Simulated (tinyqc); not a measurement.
## Fermi-level pinning from two metals

Problem. Cowley-Sze model with the space charge neglected: phiB = S (phiM - chi) + (1 - S)(Eg - phi0), S = 1/(1 + q Dit dl/(eps0 ei)), dl in cm. Find S, phi0 and Dit.

Values chosen for this exercise; band and dielectric values close to those of 4H silicon carbide: band gap Eg = 3.29 eV; electron affinity chi = 3.67 eV; thickness of the interfacial layer dl = 0.4 nm; relative permittivity of the interfacial layer ei = 1.

Constants: q = 1.602176634e-19 C, eps0 = 8.8541878128e-14 F/cm where lengths are in cm. Results are converted to the units shown.

barriers for metals with phiM = 3.93 and 4.72 eV (eV): 1.4790081  1.6745535

Solution. S is the slope of phiB against phiM; either barrier then gives phi0, and S gives Dit.

S = 0.248
phi0 = 1.41 eV
Dit = 4.20e13 cm^-2 eV^-1

Computed by the program tinyqc: `OMP_NUM_THREADS=1 python tinyqc.py 2020013 2020014 out.jsonl`, one thread of a shared Intel Xeon 2.30GHz, about 0.1 s for the whole run.
